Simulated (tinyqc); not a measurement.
Weaire-Thorpe hybrids on a Bethe lattice: gap and dangling bond of an amorphous tetrahedral solid: one step. Densities at that energy. Three cases, with inputs chosen for the exercise.

Task: With z = E + i eta, b = z - V1 - S: full atom G = (b + 3 V1)/(b (b + 4 V1)); g = S/V2^2; dangling hybrid 1/(1/g - dh); densities -Im G/pi.

Four sp3 hybrids an atom at energy 0, coupled by -V1 on the atom and by -V2 along a bond; the bonds form a tree (no rings). For any network the gap runs at least from -V2 + V1 to V2 - 3 V1, and p-like states pile up at -V2 + V1 and V2 + V1. On the tree the gap is wider: it ends at Ec = -V1 + sqrt(V2^2 + 4 V1^2 - 2 sqrt3 V1 V2), which makes it well wider than the gaps of the real glasses. A branch seen from a hybrid has the self-energy S = V2^2 g, where g is the Green function of the hybrid across the bond, whose three partners carry S themselves. With a = z - V1, b = a - S: g = 1/(a + V1 b/(b + 3 V1)), z = E + i eta. A full atom has G = (1/b)(b + 3 V1)/(b + 4 V1) per hybrid; a dangling hybrid with shift dh has G = 1/(1/g - dh).

Give: G; densities.

Case 1.

Values chosen (of the size of tabulated hybrid energies for amorphous silicon; not measured data): V1 = 1.8 eV (coupling of two hybrids on one atom); V2 = 4.25 eV (coupling of the two hybrids of a bond); E = -3.61 eV (energy); eta = 0.02 eV (broadening); dh = -0.49 eV (shift of the dangling hybrid (rehybridisation)).

S = -2.299567-0.036536i eV

Result:

G (1/eV): (bulk) -0.1799-0.0052i, (dangling with dh = 0) -0.1273-0.0020i, (dangling with dh) -0.1358-0.0023i
densities (1/eV): (bulk) 0.0017, (dangling with dh = 0) 0.0006, (dangling with dh) 0.0007

Case 2.

Values chosen (of the size of tabulated hybrid energies for amorphous silicon; not measured data): V1 = 1.71 eV (coupling of two hybrids on one atom); V2 = 4.33 eV (coupling of the two hybrids of a bond); E = -1 eV (energy); eta = 0.02 eV (broadening); dh = 0.42 eV (shift of the dangling hybrid (rehybridisation)).

S = -11.497396-0.216624i eV

Result:

G (1/eV): (bulk) 0.1013-0.0025i, (dangling with dh = 0) -0.6132-0.0116i, (dangling with dh) -0.4877-0.0073i
densities (1/eV): (bulk) 0.0008, (dangling with dh = 0) 0.0037, (dangling with dh) 0.0023

Case 3.

Values chosen (of the size of tabulated hybrid energies for amorphous silicon; not measured data): V1 = 1.77 eV (coupling of two hybrids on one atom); V2 = 4.55 eV (coupling of the two hybrids of a bond); E = -5.35 eV (energy); eta = 0.05 eV (broadening); dh = -0.14 eV (shift of the dangling hybrid (rehybridisation)).

S = -1.980656-1.762223i eV

Result:

G (1/eV): (bulk) -0.0610-0.1100i, (dangling with dh = 0) -0.0957-0.0851i, (dangling with dh) -0.0959-0.0874i
densities (1/eV): (bulk) 0.0350, (dangling with dh = 0) 0.0271, (dangling with dh) 0.0278

Computed by tinyqc, one run a case: `OMP_NUM_THREADS=1 python tinyqc.py N N+1 out.jsonl` with N = 1480094, 1480291, 1480379; one thread of a shared Intel(R) Xeon(R) Processor @ 2.30GHz, about 0.04 s a run at most.
